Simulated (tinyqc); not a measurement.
Resistance of a source-drain extension with a graded tip: two steps of the calculation.

y runs along the channel, the gate covers y > 0. The doping is N0 for y < y0 and N0 10^(-(y - y0)/la) beyond, uniform over the depth xj. Sheet conductance s(y) = q mu(N) max(N - Nch, 0) xj + (for y > 0) ma Cox Vo, with mu(N) = u0 + (u1 - u0)/(1 + (N/Nr)^au) and Cox = eps0 eox/tox. Current is taken as one-dimensional; depletion of the tip, spreading and the contact are left out. The metallurgical junction lies at yj, where N = Nch.

Values chosen for this exercise; mobility law close to that of electrons in silicon:
```
symbol   value        unit                                                                 meaning
eox       9.02              relative permittivity of the gate insulator (close to aluminium oxide)
tox        3.7          nm                                                     insulator thickness
N0      6.6e19       cm^-3                        active doping of the extension far from the gate
la         4.9   nm/decade                                                      lateral abruptness
y0         3.3          nm          position under the gate where the fall begins (gate edge at 0)
xj           6          nm                                                  depth of the extension
Nch     5.2e17       cm^-3                                                          channel doping
Vo         0.4           V                                                          gate overdrive
ma          99  cm^2/(V s)                                      mobility of the gate-induced layer
u1        1414  cm^2/(V s)                                                  mobility at low doping
u0        68.5  cm^2/(V s)                                                 mobility at high doping
Nr      9.2e16       cm^-3                                                        reference doping
au       0.711                                                                            exponent
Lg          60          nm                                                             gate length
```

Constants: q = 1.602176634e-19 C, eps0 = 8.8541878128e-14 F/cm where lengths are in cm. Results are converted to the units shown.

Task 1. Sheet resistances and junction position. yj = y0 + la log10(N0/Nch); sheet resistance of the full extension 1/[q mu(N0)(N0 - Nch) xj] and of the gate-induced layer 1/(ma Cox Vo); metallurgical length Lg - 2 yj; ye is where the doped and the gate-induced conductances are equal.

Find: yj; sheet resistance of the extension; sheet resistance of the induced layer; metallurgical length; ye; N at ye.

Result 1.

yj = 13.61 nm
sheet resistance of the extension = 1963 ohm/square
sheet resistance of the induced layer = 1.170e4 ohm/square
metallurgical length = 32.79 nm
ye = 7.873 nm
N at ye = 7.694e18 cm^-3

The gate takes over 5.73 nm before the junction, where N is still 14.8 times the channel doping.

Task 2. Resistance of the overlapped part. Midpoint rule on 10 equal steps from 0 to yj: R_ov = sum h/s(y), per width.

Wanted: y; N; doped conductance; sheet resistance; R_ov.

Result 2.

```
point  y (nm)  N (cm^-3)  doped conductance (uS)  sheet resistance (ohm/square)
0      0.6804   6.600e19                   509.4                           1681
1       2.041   6.600e19                   509.4                           1681
2       3.402   6.292e19                   488.0                           1744
3       4.763   3.319e19                   278.4                           2748
4       6.123   1.751e19                   163.3                           4020
5       7.484   9.240e18                   98.42                           5438
6       8.845   4.875e18                   60.28                           6861
7       10.21   2.572e18                   36.24                           8216
8       11.57   1.357e18                   19.43                           9532
9       12.93   7.159e17                   6.070                        1.092e4
```

R_ov = 71.91 ohm um

tinyqc, about 0.03 s, one thread, Intel Xeon 2.30GHz (shared host): `OMP_NUM_THREADS=1 python tinyqc.py 2282142 2282143 out.jsonl`
